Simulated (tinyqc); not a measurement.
Length of a molecular wire: coherent transport through a tight-binding bridge. Computed by the program tinyqc. T = Gamma_L Gamma_R |G_1n|^2 with the self-energies of semi-infinite chains.

A uniform bridge between two chains:
```
parameter                        value
site energy (eV)              0.040000
hopping in the bridge (eV)    0.460000
lead hopping (eV)             2.740000
couplings (eV)              0.85, 0.59
E (eV)                       -0.280000
```

Transmission against length:
```
sites           T     ln T
2      7.6587e-01  -0.2667
3      4.1957e-01  -0.8685
4      7.9570e-01  -0.2285
5      5.2991e-01  -0.6351
6      4.8589e-01  -0.7218
7      8.5577e-01  -0.1558
9      6.8950e-01  -0.3718
10     6.1317e-01  -0.4891
```

Estimate the missing row, sites = 8.

Computed row:
```
sites           T     ln T
8      4.2623e-01  -0.8528
```

E lies inside the band of the bridge (|E - e|/2h = 0.348 < 1): T does not decay but oscillates with length, between 0.420 and 0.856 here, as levels of the bridge pass E.
